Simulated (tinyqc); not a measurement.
Length of a polyene: Hueckel, PPP and singles CI along the polyenes. Computed by the program tinyqc. Hueckel uses the same beta without repulsion; CIS keeps all single excitations and so misses the low, doubly excited 2Ag state. W is the valence ionisation energy of a centre, MN the Mataga-Nishimoto formula, f the oscillator strength.

All-trans chains of carbon centres 1.40 angstrom apart:
```
parameter                               value
beta (eV), times 1 +/- alternation  -2.220000
alternation                                 0
W (eV)                              11.160000
gamma_rr (eV)                       11.150000
repulsion formula                          MN
```

Gaps and excitations (eV):
```
centres  Hueckel gap  PPP orbital gap  bright singlet (CIS)       f  lowest triplet (CIS)
2             4.4400           9.7902                7.3399  0.6293                1.5401
4             2.7441           7.4523                5.1336  1.0535                0.7386
6             1.9760           6.2545                4.0757  1.5170                0.3825
8             1.5420           5.5188                3.4394  1.9658                0.1867
10            1.2638           5.0192                3.0092  2.3909                0.0648
12            1.0704           4.6579                2.6975  2.7910               -0.0173
```

What does the comparison show, and why?

The Hueckel gap tends to 4 x alternation x |beta| = 0.00 eV for long chains (zero without alternation, falling as 1/N). Exchange opens the PPP orbital gap, and the attraction of electron and hole brings the bright state 1.96 eV below it at 12 centres; the triplet lies 2.71 eV lower still. A negative triplet energy marks an unstable restricted solution.
